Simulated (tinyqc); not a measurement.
# Six-transistor SRAM cell, nodal equations and margins: what changes with what

Two cross-coupled inverters (pull-down bn, pull-up bp) hold the nodes Q and QB; access transistors (ba, threshold VTn, gate on the word line at Vdd when selected) join them to the bit lines. Transistor (EKV form, voltages against the body): I = 2 n b Vt^2 [F(vp - Vs) - F(vp - Vd)] from drain to source, F(v) = ln^2(1 + exp(v/(2 Vt))), vp = (Vg - VT + sg |Vd - Vs|)/n. n-channel bodies are at 0; for the p-channel device all voltages are counted down from Vdd. b in uA/V^2 gives I in uA. For an access transistor the bit line is the drain and the node the source. In a read both bit lines are at Vdd. The cell is symmetric (no mismatch).

Values chosen for this exercise: temperature T = 300 K; supply voltage Vdd = 0.4 V; slope factor n = 1.38; drain-induced barrier lowering sg = 0.06; n-channel threshold VTn = 0.27 V; p-channel threshold (magnitude) VTp = 0.36 V; gain factor of the pull-down transistor bn = 880 uA/V^2; gain factor of the access transistor ba = 880 uA/V^2; gain factor of the pull-up transistor bp = 300 uA/V^2.

Constants: q = 1.602176634e-19 C, kB = 1.380649e-23 J/K, Vt = kB T/q. Results are converted to the units shown.

Each table varies one quantity; the others keep the values above.

## Effect of the n-channel threshold

f(x) is the node voltage of one half-cell for input x: In = Ip in hold, In = Ip + Ia in a read. Static noise margin: side of the largest square between the curve (x, f(x)) and its mirror image (f(y), y); with h(c) the root x of f(x) - x = c, it is the maximum over c > 0 of h(c) - h(-c) + c. Q is the low node in a read and Iread the current of its access transistor. The write trip is the voltage to which the bit line of the high node must fall (the other staying at Vdd) for that state to vanish; higher is easier, and a negative value means that a grounded bit line does not write.

Results:
```
VTn (V),hold margin (mV),read margin (mV),Q in a read (mV),Iread (uA),write trip (mV)
0.2,91.80,12.52,56.84,7.296,227.2
0.26,118.7,39.42,45.95,4.141,166.1
0.32,142.3,61.72,38.42,1.933,120.3
0.44,154.2,99.58,29.87,0.2137,34.63
0.5,136.4,111.8,28.11,0.05172,-7.278
```

Estimate the missing row, VTn = 0.38 V.

Computed row:
```
VTn (V),hold margin (mV),read margin (mV),Q in a read (mV),Iread (uA),write trip (mV)
0.38,156.6,81.47,33.13,0.7232,77.00
```

With this row back in the table: As VTn goes from 0.2 to 0.5 V, the read margin rises from 12.5 to 112 mV, the write trip falls from 227 to -7.28 mV and Iread falls from 7.30 to 0.0517 uA. The read margin is 0.14 of the hold margin in the first row and 0.82 in the last. Read stability and write ability pull in opposite directions. For VTn = 0.2 to 0.44 V the read margin is under 100 mV, which threshold mismatch, left out here, can use up in a large array. At VTn = 0.5 V the write trip is negative: the cell cannot be written without assist.

## Effect of the gain factor of the pull-down transistor

Same model as above.

Results:
```
bn (uA/V^2),hold margin (mV),read margin (mV),Q in a read (mV),Iread (uA),write trip (mV)
550,130.3,39.47,57.80,2.774,167.6
960,121.6,44.12,42.24,3.878,156.4
1300,116.7,46.55,34.74,4.508,150.7
1700,112.2,48.53,28.81,5.055,146.0
2200,107.8,50.23,23.79,5.552,141.8
```

Estimate the missing row, bn = 730 uA/V^2.

Computed row:
```
bn (uA/V^2),hold margin (mV),read margin (mV),Q in a read (mV),Iread (uA),write trip (mV)
730,126.0,41.85,49.64,3.319,161.8
```

With this row back in the table: As bn goes from 550 to 2200 uA/V^2, the read margin rises from 39.5 to 50.2 mV, the write trip falls from 168 to 142 mV and Iread rises from 2.77 to 5.55 uA. The read margin is 0.30 of the hold margin in the first row and 0.47 in the last. Read stability and write ability pull in opposite directions. In every row the read margin is under 100 mV, which threshold mismatch, left out here, can use up in a large array.

Numbers from tinyqc (`OMP_NUM_THREADS=1 python tinyqc.py 2340171 2340172 out.jsonl`; about 0.2 s on one thread of a shared Intel Xeon 2.30GHz).
